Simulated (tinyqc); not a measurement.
# Worked calculation: threshold-voltage variability of a planar MOSFET, analytic estimates

Computed by the program tinyqc: `OMP_NUM_THREADS=1 python tinyqc.py 2090001 2090002 out.jsonl`, one thread of a shared Intel Xeon 2.30GHz, about 0.01 s for the whole run. Printed values are rounded.

Three independent sources add in quadrature: random dopants in the depleted layer, metal-gate grains of two orientations, and roughness of the two gate edges acting through the roll-off VT = VT(long) - Vr exp(-L/l). These are first-order estimates: no three-dimensional electrostatics, no percolation.

Values chosen for this exercise; material values close to those of silicon:
```
symbol,value,unit,meaning
T,273,K,temperature
Eg,1.11,eV,band gap
eps_r,11.6,,relative permittivity of the semiconductor
Nc,2.4e19,cm^-3,conduction-band density of states at T
Nv,2.34e19,cm^-3,valence-band density of states at T
Na,1.2e18,cm^-3,channel doping
ti,1,nm,oxide-equivalent thickness in inversion
L,45,nm,gate length
W,50,nm,gate width
G,5,nm,metal grain size
dW,0.1,eV,work-function difference of the two grain orientations
p,0.6,,share of the orientation of higher work function
De,0.6,nm,rms roughness of one gate edge
La,15,nm,correlation length of the roughness
l,7.8,nm,decay length of the threshold roll-off
Vr,2.2,V,prefactor of the roll-off
n,1.13,,subthreshold factor
gI,20,1/V,gm/I of a matched pair
sb,2.2,%,spread of the gain factor of one device
Nb,8388608,,number of cells
Y,0.55,,wanted yield
```

Constants: q = 1.602176634e-19 C, kB = 1.380649e-23 J/K, Vt = kB T/q, eps0 = 8.8541878128e-14 F/cm where lengths are in cm. Results are converted to the units shown.

Range of the model: gI s exceeds 0.2, so the linear formula for the current mismatch is only a rough guide.

## Random dopants

ni = sqrt(Nc Nv) exp(-Eg/(2 Vt)), Eg in volts; Cox = 3.9 eps0/ti; Wd = sqrt(4 eps0 eps_r Vt ln(Na/ni)/(q Na)); dopants: s1 = (q/Cox) sqrt(Na Wd/(3 L W)). The slope A1 = s1 sqrt(L W); mean number of dopants Na L W Wd.

Cox = 3.45313 uF/cm^2
Wd = 32.1869 nm
mean number of dopants = 86.9046
A1 = 0.526461 mV um
s1 = 11.0988 mV

Counting alone, 1/sqrt(N) of the depletion voltage q Na Wd/Cox = 179 mV, would give sqrt(3) times more: dopants deep in the layer act less on the surface.

## Metal grains and edge roughness

Grains: Ng = L W/G^2 (at least 1), s2 = dW sqrt(p (1 - p)/Ng). Edges, with exponential correlation and u = W/La: the mean gate length has sL^2 = 2 De^2 (2/u)[1 - (1 - exp(-u))/u]; s3 = sL (Vr/l) exp(-L/l).

Ng = 90
s2 = 5.16398 mV
sL = 0.554097 nm
dVT/dL = 0.880609 mV/nm
s3 = 0.487943 mV

## Total spread, mismatch and leakage

s = sqrt(s1^2 + s2^2 + s3^2). For a pair: s(dVT) = sqrt(2) s; current mismatch sqrt(2) sqrt((gI s)^2 + sb^2); input offset = current mismatch/gI. For a Gaussian VT the off current is log-normal with mean/median = exp(s^2/(2 (n Vt)^2)).

s = 12.2510 mV
s(dVT) = 17.3256 mV
current mismatch = 34.7905 %
input offset = 17.3953 mV
mean/median of Ioff = 1.11203

The dopants give 82.1 % of the variance; without them s would be 5.19 mV. A current mismatch this large is beyond the linear estimate.

## Iteration 1: margin in standard deviations for the wanted yield

k at the start = 4

Cells fail independently with probability Q(k) = erfc(k/sqrt(2))/2 when the margin is k standard deviations, and Y = exp(-Nb Q(k)). phi = exp(-k^2/2)/sqrt(2 pi). Newton steps on ln Q(k) = ln(-ln(Y)/Nb): k(new) = k + [ln Q - ln(-ln(Y)/Nb)] Q/phi.

Q(k) = 3.16712e-5
phi = 1.33830e-4
k after iteration 1 = 5.44280

## Iteration 2: margin in standard deviations for the wanted yield

As before.

Q(k) = 2.62242e-8
phi = 1.47271e-7
k after iteration 2 = 5.26478

## Course of the iteration: margin in standard deviations for the wanted yield

Stop when k changes by less than 1e-9, or after 30 iterations.

Course of the iteration:
```
iteration        k  |change|
1          5.44280      1.44
2          5.26478     0.178
3          5.26195   2.83e-3
4          5.26195   7.13e-7
5          5.26195   < 1e-12
```

Converged in 5 iterations. At the end the number of correct digits about doubles with each step. With s(dVT) = 17.3 mV, 5.26 standard deviations are 91.2 mV.
